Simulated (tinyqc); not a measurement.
Hopping conduction between localised states: one step, computed by the program tinyqc. Command: `OMP_NUM_THREADS=1 python tinyqc.py 3026832 3026833 out.jsonl hop walk`. One thread of a shared host (Intel(R) Xeon(R) Processor @ 2.30GHz), about 0.01 s of CPU time with the checks.

Energies are counted from the Fermi level. A small network shows the mechanism; the laws of an infinite system follow.

Problem. Variable-range laws. Mott: T_M = 21.2/(k_B g_0 xi^3), exponent (T_M/T)^(1/4), mean hop r = (3/8) xi times the exponent. Efros-Shklovskii: T_ES = 2.8 e^2/(4 pi eps eps_0 k_B xi), exponent (T_ES/T)^(1/2). Coulomb gap width g_0^(1/2) (e^2/(4 pi eps eps_0))^(3/2). The numerical coefficients come from percolation theory and are given.

Inputs (values chosen for the exercise, for a model impurity band):

| quantity | value | unit |
|---|---|---|
| localisation length xi | 2.7 | nm |
| density of states g_0 | 8.5e+19 | 1/(eV cm^3) |
| permittivity eps | 13 | - |
| temperature T | 440 | K |

Dimension: 3D.

Constants: k_B = 8.617333262e-05 eV/K; e^2/(4 pi eps_0) = 14.39964548 eV angstrom.

Give: T_M; T_ES; Mott exponent; Efros-Shklovskii exponent; mean hop by the Mott formula; Coulomb gap.

Solution.

T_M = 1.4705e+05 K

T_ES = 1333.0 K

Mott exponent = 4.2756

Efros-Shklovskii exponent = 1.7406

mean hop by the Mott formula = 4.3291 nm

Coulomb gap = 10.748 meV

The larger exponent, here Mott, is the one that limits; the two are equal at T = 12.1 K, below which the Coulomb gap rules.
